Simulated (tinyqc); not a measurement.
# Voltage acceleration of oxide breakdown, four models on the same data: lifetime against voltage in four models

Field E = V/tox in MV/cm. Models: ln(t63/1 s) = a - c X with X = E (E model), -1/E (1/E model), ln V (power law, c the exponent n) or sqrt(E).

a and c were fitted to stress data from 1.45 to 1.86 V. Project to Vu, multiply by exp[(Ea q/kB)(1/Tu - 1/Ts)] and by ks; ten years are 3.15576e8 s.

Parameters, values chosen for the exercise: oxide thickness tox = 1 nm; stress temperature Ts = 373 K; use temperature Tu = 328 K; activation energy Ea = 0.55 eV; factor for area and percentile ks = 7.1e-6.

Constants: q = 1.602176634e-19 C, kB = 1.380649e-23 J/K. Results are converted to the units shown.

| model | c | a |
|---|---|---|
| E | 2.49995 | 48.6865 |
| 1/E | 674.182 | -33.8468 |
| power | 41.2126 | 27.8621 |
| sqrt E | 20.3202 | 89.8715 |

Result of one run:

| log10 years, E | log10 years, 1/E | log10 years, power | log10 years, sqrt E |
|---|---|---|---|
| 2.350 | 18.03 | 7.909 | 4.731 |

Which use voltage Vu gave this result: 0.66, 1.08, 1.35 or 1.49 V?

Vu = 0.66 V.

The whole series:

| Vu (V) | log10 years, E | log10 years, 1/E | log10 years, power | log10 years, sqrt E |
|---|---|---|---|---|
| 0.66 | 2.350 | 18.03 | 7.909 | 4.731 |
| 0.8 | 0.8303 | 10.27 | 4.466 | 2.442 |
| 0.94 | -0.6897 | 4.820 | 1.580 | 0.3456 |
| 1.08 | -2.210 | 0.7827 | -0.9054 | -1.599 |
| 1.22 | -3.730 | -2.328 | -3.087 | -3.422 |
| 1.35 | -5.141 | -4.639 | -4.899 | -5.023 |
| 1.49 | -6.661 | -6.677 | -6.665 | -6.662 |
| 1.63 | -8.181 | -8.365 | -8.273 | -8.227 |

The four agree within 0.18 decades in the last row, inside the stress range, and part by 15.7 decades in the first. The local exponent -d ln t/d ln V is c E for the E model, which shrinks as V falls, constant for the power law, and c/E for the 1/E model, which grows as V falls.

Range of the model: All four laws are empirical fits; none is established far below the stress range.

Program tinyqc, `OMP_NUM_THREADS=1 python tinyqc.py 2070096 2070097 out.jsonl`; Intel Xeon 2.30GHz, shared host, one thread, about 0.01 s.
